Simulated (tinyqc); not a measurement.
Binding against well width: donor or exciton in a quantum well (variational effective-mass method). Computed by tinyqc, a small Python program. Command: `OMP_NUM_THREADS=1 python tinyqc.py 3009319 3009320 out.jsonl welldonor walk`. One thread of a shared host (Intel(R) Xeon(R) Processor @ 2.30GHz), about 0.02 s of CPU time with the checks.

Electron and hole in their lowest subbands f(z) = cos(pi z/L); relative in-plane motion exp(-rho/lambda) (separable trial function), H = -nabla_rho^2 - 2/sqrt(rho^2 + (z_e - z_h)^2) in effective units. Mass and screening are the same in well and barrier; l = L/a* is the width in effective units. Bands are flat: no polarisation or applied field.

Inputs (values chosen for the exercise, modelled on GaN): electron mass m = 0.195 m_0; dielectric constant eps = 9.32; well width L = 2.8 nm; in-plane hole mass m_h = 0.472 m_0.

Centre: exciton. Barriers: infinite.

Constants: Ry = 13.605693123 eV; a_0 = 0.529177210903 angstrom; hbar^2/(2 m_0) = 3.80998212 eV angstrom^2.

Method:
- mu = m m_h/(m + m_h) takes the place of m; Ry* = Ry m/eps^2, a* = a_0 eps/m; l = L/a*.
- k = pi/l; f = cos(k z) inside and zero outside.
- Binding E_b(lambda) = -1/lambda^2 + (8/lambda^2) int_0^l P(z) g(z) dz, with P(z) = (2/l) [(1 - z/l)(1 + cos(2 pi z/l)/2) + (3/(4 pi)) sin(2 pi z/l)] the distribution of |z_e - z_h| and g(z) = int_z^infinity exp(-2 sqrt(r^2 - z^2)/lambda) dr = int_0^infinity exp(-2 rho/lambda) rho/sqrt(rho^2 + z^2) d rho; 40 Gauss-Legendre points in z and 40 in t with rho = lambda t/(1 - t).
- Each row maximises over lambda (golden section, 0.3 to 4).

a* = 3.57410 nm

Ry* = 21.6142 meV

Against width:
```
L (nm)  lambda (a*)  binding (Ry*)  binding (meV)
0.84         0.6321         3.0930         66.852
1.50         0.7052         2.7156         58.696
2.80         0.8200         2.2528         48.693
5.00         0.9716         1.8100         39.121
9.00         1.1847         1.3883         30.007
```

The binding is largest in the narrowest well, 3.093 Ry* at 0.84 nm, on the way to 4. In the widest well it is 1.388 Ry*. In the narrow rows the confinement energy passes real barrier heights: infinite walls and a parabolic band fail, and with real barriers the binding peaks and falls. Caution: so narrow a well has large confinement energy, where non-parabolicity and barrier penetration matter.

Extremes, crossings and ranges named in words are read from the listed rows.
